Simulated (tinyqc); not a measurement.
Four methods from the same start: geometry relaxation of a small cluster. Computed by tinyqc, a small Python program. Command: `OMP_NUM_THREADS=1 python tinyqc.py 3011959 3011960 out.jsonl relax walk`. One thread of a shared host (Intel(R) Xeon(R) Processor @ 2.30GHz), about 0.01 s of CPU time with the checks.

E = sum_i {sum_j A exp(-p (r_ij/r0 - 1)) - xi sqrt(rho_i)}, rho_i = sum_j exp(-2 q (r_ij/r0 - 1)); the force on i is -sum_j w_ij (R_i - R_j)/r_ij with w_ij = -(2p/r0) A exp(-p (r_ij/r0 - 1)) + (xi q/r0) exp(-2 q (r_ij/r0 - 1)) (rho_i^(-1/2) + rho_j^(-1/2)).

Inputs (values chosen for the exercise, for model atoms):
```
quantity                 value           unit
length r0                 2.73       angstrom
repulsion A              0.096             eV
hopping xi                1.28             eV
decay p                   11.4              -
decay q                   2.96              -
step factor eta          0.062  angstrom^2/eV
largest number of steps    500              -
```

Potential: Gupta. Method: BFGS.

starting positions (angstrom):
```
            x      y     z
atom 1  -0.02  -0.07  0.07
atom 2    2.5   0.06  0.19
atom 3   1.23   2.12     0
```

Method:
- BFGS: R(new) = R + B F with the inverse Hessian B = eta 1 at first; with s = R(new) - R, y = F - F(new), rho = 1/(y.s): B(new) = (1 - rho s y^T) B (1 - rho y s^T) + rho s s^T, skipped if y.s is not positive.
- No atom moves more than 0.3 angstrom a step (the whole step is scaled). Stop when the largest force component is below 1e-5 eV/angstrom.
- Hessian at the final positions by central differences of the forces; six eigenvalues vanish (translations and rotations). Steepest descent is stable for eta below 2/lambda_max and contracts the softest mode by 1 - eta lambda_min a step.
- Steepest descent: R(new) = R + eta F.
- Conjugate gradient (Polak-Ribiere): d = F + beta d(old), beta = max(0, F.(F - F(old))/|F(old)|^2), d = F at first; step length from one secant, s = eta (F.d)/(F.d - F(R + eta d).d), replaced by eta if that is not positive; R(new) = R + s d.
- FIRE with unit mass: if F.v > 0, v = (1 - a) v + a |v| F/|F|, and after more than 5 such steps in a row dt = min(1.1 dt, 5 dt0), a = 0.99 a; else v = 0, a = 0.1, and dt = dt/2 (not at the first step). Then v = v + dt F, R(new) = R + dt v. dt0 = sqrt(eta), a = 0.1 at first.
- In this comparison each method may take up to 1500 steps.

contraction of the softest mode = 0.430722

non-zero eigenvalues (eV/angstrom^2): 9.1819  9.1819  24.9181

condition number = 2.71383

Cost:
```
method              steps  force calls  final E (eV)  calls to reach 1e-2
steepest descent       18           19       -5.5036                    8
conjugate gradient      5           11       -5.5036                    7
BFGS                    7            8       -5.5036                    5
FIRE                   83           84       -5.5036                   19
```

In force calls the order is BFGS (8), conjugate gradient (11), steepest descent (19), FIRE (84). All that converged end at the same energy. Near the minimum steepest descent multiplies the slowest mode by 0.545 in size a step, 4 steps a decade of force, at a condition number of 2.7. On this problem it beats FIRE in force calls.

Extremes, crossings and ranges named in words are read from the listed rows.
